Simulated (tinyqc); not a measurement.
Inside a calculation. Model: floating body of a partially depleted SOI transistor: body voltage and kink.

tinyqc, about 0.2 s, one thread, Intel Xeon 2.30GHz (shared host): `OMP_NUM_THREADS=1 python tinyqc.py 2182088 2182089 out.jsonl` Printed values are rounded.

Source at 0 V. Channel current Ic = 2 nf K Vt^2 [F(0) - F(Vd)](1 + la Vd), F(V) = ln^2(1 + exp((Vg - VT - nf V)/(2 nf Vt))), VT = VT0 - gb Vb. Saturation voltage Vs = 2 Vt sqrt(F(0)) + 3 Vt, excess Ve = (Vd - Vs + sqrt((Vd - Vs)^2 + 0.0004 V^2))/2, multiplication M1 = Ai Ve exp(-Bl/Ve). Each junction passes D(v) = J1 (exp(v/Vt) - 1) + J2 (exp(v/(2 Vt)) - 1). Bipolar current Ib = bb J1 (exp(Vb/Vt) - 1). The body settles where M1 (Ic + Ib) = D(Vb) + D(Vb - Vd) + Vb/Rb; drain current Id = (1 + M1)(Ic + Ib) - D(Vb - Vd).

Values chosen for this exercise; values of the order met in partially depleted silicon-on-insulator transistors:
- T = 358 K (temperature)
- VT0 = 0.41 V (threshold at zero body voltage)
- gb = 0.27 (fall of the threshold per volt of body voltage)
- nf = 1.2 (slope factor)
- K = 110 uA/(V^2 um) (gain factor per width)
- la = 0.09 1/V (channel-length modulation factor)
- Ai = 3.68 1/V (impact-ionisation prefactor)
- Bl = 5.5 V (impact-ionisation voltage)
- J1 = 6.3e-11 uA/um (diffusion saturation current of each junction)
- J2 = 2e-7 uA/um (recombination saturation current of each junction)
- bb = 0.5 (gain of the lateral bipolar transistor on the diffusion current)
- Rb = 40000 kohm um (resistance of a weak body tie to the source (1e9 stands for no tie, and the term is then dropped))
- Vg = 0.87 V (gate voltage)
- Vd = 1.3 V (drain voltage)

Constants: q = 1.602176634e-19 C, kB = 1.380649e-23 J/K, Vt = kB T/q. Results are converted to the units shown.

Range of the model: The multiplication law is an empirical form chosen for the exercise; self-heating and capacitive coupling to the body are left out, and the linear laws are rough once Vb passes about 0.7 V or M1 about 0.1.

## Starting value

Vb = 0.47 V.

Vb at the start = 0.47 V

## Iteration 1: new Vb

Current into the body I_in = M1 (Ic + Ib) - D(Vb - Vd), current out I_out = D(Vb) + Vb/Rb; f = ln(I_in/I_out), s = df/dVb by central differences over 1e-5 V, Vb(new) = Vb - f/s.

Ic = 17.63609 uA/um
Ve = 0.7184834 V
M1 = 0.001252376
I_in = 0.02208738 uA/um
I_out = 0.01241699 uA/um
f = 0.5759405
s = -5.013186 1/V
Vb after iteration 1 = 0.5848851 V

## Iteration 2: new Vb

As before.

Ic = 19.54890 uA/um
Ve = 0.6926471 V
M1 = 9.074486e-4
I_in = 0.01774472 uA/um
I_out = 0.02803194 uA/um
f = -0.4572563
s = -16.90564 1/V
Vb after iteration 2 = 0.5578376 V

## Course of the iteration

Stop when the step is below 1e-10 V, or after 40 iterations.

Course of the iteration:
```
iteration  Vb before the step (V)   step (V)
1                            0.47      0.115
2                       0.5848851    -0.0270
3                       0.5578376   -6.10e-3
4                       0.5517413   -2.69e-4
5                       0.5514725   -4.92e-7
6                       0.5514720  -1.65e-12
```

Converged in 6 iterations.

## Drain current with floating and with grounded body

converged Vb = 0.5514720 V

Id and VT at the converged Vb, Id at Vb = 0, their ratio, and the bipolar share Ib/(Ic + Ib).

VT = 0.2611026 V
Id, floating = 19.00320 uA/um
Id, grounded = 10.88156 uA/um
ratio = 1.746367
bipolar share = 9.623119e-3 %

The body rises to 0.551 V and lowers the threshold by 149 mV.
